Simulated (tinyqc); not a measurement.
Sublattice potential against complex hopping: Haldane model. Computed by the program tinyqc. 

Honeycomb lattice:
```
parameter     value
t1 (eV)    2.340000
t2 (eV)    0.450000
phi (rad)  1.910000
```

H_AA = delta - 2 t2 sum cos(k.b + phi), H_BB = -delta - 2 t2 sum cos(k.b - phi), H_AB = -t1 (1 + exp(-i k.a1) + exp(-i k.a2)), b = a1, a2 - a1, -a2, m = 3 sqrt3 t2 sin(phi); the sign of the Chern number follows the orientation k1 then k2.

Gaps at the two valleys (eV) and Chern number of the lower band (12 x 12 mesh):
```
delta    gap 2|delta - m|  gap 2|delta + m|  Chern number
-3.9690           12.3481            3.5279             0
-2.8660           10.1421            1.3219             0
-1.3230            7.0561            1.7641            -1
0.0000             4.4101            4.4101            -1
0.8820             2.6461            6.1741            -1
1.6540             1.1021            7.7181            -1
2.7560             1.1019            9.9221             0
4.4100             4.4099           13.2301             0
```

Here |m| = 2.2050 eV. For |delta| < |m| the two valleys have masses of opposite sign and the Chern number is +/-1; one gap closes at |delta| = |m|, and beyond it the band is trivial.
